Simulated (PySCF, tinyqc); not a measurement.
Worked calculation: FCI on RHF in the sto-3g basis, for H4, spin multiplicity 1. The lowest restricted solution is unstable here: a spin-polarised one lies 0.0083 hartree lower (PySCF). One step of it, computed by the program tinyqc.

Question. FCI: roots. Diagonalise (each vector has its largest component positive (the first on a tie)); all determinants have Ms = 0, so triplets appear too. The lowest singlet root is the correlation energy.

Occupation strings over the orbitals (2 doubly, a alpha, b beta, 0 empty; spin orbitals ordered 1a 1b 2a 2b ...): 2200 2a0b a2b0 2b0a b2a0 aabb 2020 abab 2002 abba baab 0220 baba 0202 bbaa a0b2 0a2b b0a2 0b2a 0022

H - E(HF) between determinants (hartree):
```
           2200       2a0b       a2b0       2b0a       b2a0       aabb       2020       abab
2200   0.000000   0.000000   0.000000   0.000000   0.000000   0.043082   0.140772   0.058238
2a0b   0.000000   0.713895   0.048985  -0.106804   0.101319  -0.040392  -0.098221   0.095745
a2b0   0.000000   0.048985   0.486232   0.101319  -0.108551  -0.054937  -0.095745   0.098221
2b0a   0.000000  -0.106804   0.101319   0.713895   0.048985   0.000000   0.098221  -0.040772
b2a0   0.000000   0.101319  -0.108551   0.048985   0.486232   0.000000   0.095745  -0.042367
aabb   0.043082  -0.040392  -0.054937   0.000000   0.000000   1.064631  -0.058238  -0.140772
2020   0.140772  -0.098221  -0.095745   0.098221   0.095745  -0.058238   0.623167  -0.092067
abab   0.058238   0.095745   0.098221  -0.040772  -0.042367  -0.140772  -0.092067   1.165394
2002   0.106804   0.091404   0.000000  -0.091404   0.000000   0.101319   0.161574  -0.150305
abba  -0.101319   0.000000  -0.085651   0.096125   0.000000  -0.106804   0.150305  -0.161574
baab  -0.101319  -0.096125   0.000000   0.000000   0.085651  -0.108551   0.150305  -0.154545
0220   0.108551   0.000000   0.080095   0.000000  -0.080095   0.101319   0.154545  -0.150305
baba   0.058238   0.040772   0.042367  -0.095745  -0.098221  -0.100841  -0.092067   0.000000
0202   0.100841  -0.042367  -0.040772   0.042367   0.040772  -0.058238   0.000000  -0.092067
bbaa   0.043082   0.000000   0.000000   0.040392   0.054937   0.000000  -0.058238  -0.100841
a0b2   0.000000  -0.101319   0.106804   0.043082   0.000000  -0.005753   0.040772  -0.098221
0a2b   0.000000   0.108551  -0.101319   0.000000   0.043082   0.016030   0.042367  -0.095745
b0a2   0.000000   0.043082   0.000000  -0.101319   0.106804   0.000000  -0.040772   0.042367
0b2a   0.000000   0.000000   0.043082   0.108551  -0.101319   0.000000  -0.042367   0.040772
0022   0.000000   0.000000   0.000000   0.000000   0.000000   0.043082   0.100841   0.058238

           2002       abba       baab       0220       baba       0202       bbaa       a0b2
2200   0.106804  -0.101319  -0.101319   0.108551   0.058238   0.100841   0.043082   0.000000
2a0b   0.091404   0.000000  -0.096125   0.000000   0.040772  -0.042367   0.000000  -0.101319
a2b0   0.000000  -0.085651   0.000000   0.080095   0.042367  -0.040772   0.000000   0.106804
2b0a  -0.091404   0.096125   0.000000   0.000000  -0.095745   0.042367   0.040392   0.043082
b2a0   0.000000   0.000000   0.085651  -0.080095  -0.098221   0.040772   0.054937   0.000000
aabb   0.101319  -0.106804  -0.108551   0.101319  -0.100841  -0.058238   0.000000  -0.005753
2020   0.161574   0.150305   0.150305   0.154545  -0.092067   0.000000  -0.058238   0.040772
abab  -0.150305  -0.161574  -0.154545  -0.150305   0.000000  -0.092067  -0.100841  -0.098221
2002   1.530824   0.048985   0.048985   0.000000  -0.150305   0.154545   0.101319  -0.055733
abba   0.048985   1.139136   0.000000   0.048985  -0.154545   0.150305  -0.108551   0.146341
baab   0.048985   0.000000   1.139136   0.048985  -0.161574   0.150305  -0.106804   0.000000
0220   0.000000   0.048985   0.048985   1.048872  -0.150305   0.161574   0.101319   0.000000
baba  -0.150305  -0.154545  -0.161574  -0.150305   1.165394  -0.092067  -0.140772  -0.042367
0202   0.154545   0.150305   0.150305   0.161574  -0.092067   1.745390  -0.058238   0.095745
bbaa   0.101319  -0.108551  -0.106804   0.101319  -0.140772  -0.058238   1.064631   0.000000
a0b2  -0.055733   0.146341   0.000000   0.000000  -0.042367   0.095745   0.000000   1.820568
0a2b   0.000000   0.000000   0.120486  -0.030714  -0.040772   0.098221   0.000000   0.048985
b0a2   0.055733   0.000000  -0.146341   0.000000   0.098221  -0.095745   0.005753  -0.108551
0b2a   0.000000  -0.120486   0.000000   0.030714   0.095745  -0.098221  -0.016030   0.101319
0022   0.108551  -0.101319  -0.101319   0.106804   0.058238   0.140772   0.043082   0.024362

           0a2b       b0a2       0b2a       0022
2200   0.000000   0.000000   0.000000   0.000000
2a0b   0.108551   0.043082   0.000000   0.000000
a2b0  -0.101319   0.000000   0.043082   0.000000
2b0a   0.000000  -0.101319   0.108551   0.000000
b2a0   0.043082   0.106804  -0.101319   0.000000
aabb   0.016030   0.000000   0.000000   0.043082
2020   0.042367  -0.040772  -0.042367   0.100841
abab  -0.095745   0.042367   0.040772   0.058238
2002   0.000000   0.055733   0.000000   0.108551
abba   0.000000   0.000000  -0.120486  -0.101319
baab   0.120486  -0.146341   0.000000  -0.101319
0220  -0.030714   0.000000   0.030714   0.106804
baba  -0.040772   0.098221   0.095745   0.058238
0202   0.098221  -0.095745  -0.098221   0.140772
bbaa   0.000000   0.005753  -0.016030   0.043082
a0b2   0.048985  -0.108551   0.101319   0.024362
0a2b   1.566279   0.101319  -0.106804   0.060690
b0a2   0.101319   1.820568   0.048985  -0.024362
0b2a  -0.106804   0.048985   1.566279  -0.060690
0022   0.060690  -0.024362  -0.060690   2.186719
```

Give: lowest roots of this matrix, relative to E(HF); lowest vectors; <S^2> of these roots; weight of the ground state by excitation level 0, 1, 2, ....

Answer.

lowest roots of this matrix, relative to E(HF) (hartree): [-0.088, 0.256, 0.305, 0.608, 0.637, 0.648, 0.770, 0.952]

lowest vectors, order 2200, 2a0b, a2b0, 2b0a, b2a0, aabb, 2020, abab, 2002, abba, baab, 0220, baba, 0202, bbaa, a0b2, 0a2b, b0a2, 0b2a, 0022:
$$\begin{pmatrix}
0.949 & 0.000 & 0.123 & 0.000 \\
-0.006 & -0.324 & 0.221 & 0.000 \\
-0.006 & 0.607 & 0.413 & 0.000 \\
0.006 & -0.324 & -0.221 & 0.000 \\
0.006 & 0.607 & -0.413 & 0.000 \\
-0.037 & 0.022 & 0.117 & 0.408 \\
-0.234 & 0.000 & 0.588 & 0.000 \\
-0.064 & -0.016 & -0.106 & 0.408 \\
-0.048 & 0.000 & -0.180 & 0.000 \\
0.100 & 0.118 & -0.011 & 0.408 \\
0.100 & -0.118 & -0.011 & 0.408 \\
-0.071 & 0.000 & -0.323 & 0.000 \\
-0.064 & 0.016 & -0.106 & 0.408 \\
-0.069 & 0.000 & 0.090 & 0.000 \\
-0.037 & -0.022 & 0.117 & 0.408 \\
-0.006 & -0.078 & -0.042 & 0.000 \\
-0.005 & 0.079 & -0.018 & 0.000 \\
0.006 & -0.078 & 0.042 & 0.000 \\
0.005 & 0.079 & 0.018 & 0.000 \\
0.034 & 0.000 & -0.007 & 0.000
\end{pmatrix}$$

<S^2> of these roots: [0.000, 2.000, 0.000, 6.000, 0.000, 2.000, 0.000, 0.000]

weight of the ground state by excitation level 0, 1, 2, ...: [0.901, 0.000, 0.098, 0.000, 0.001]
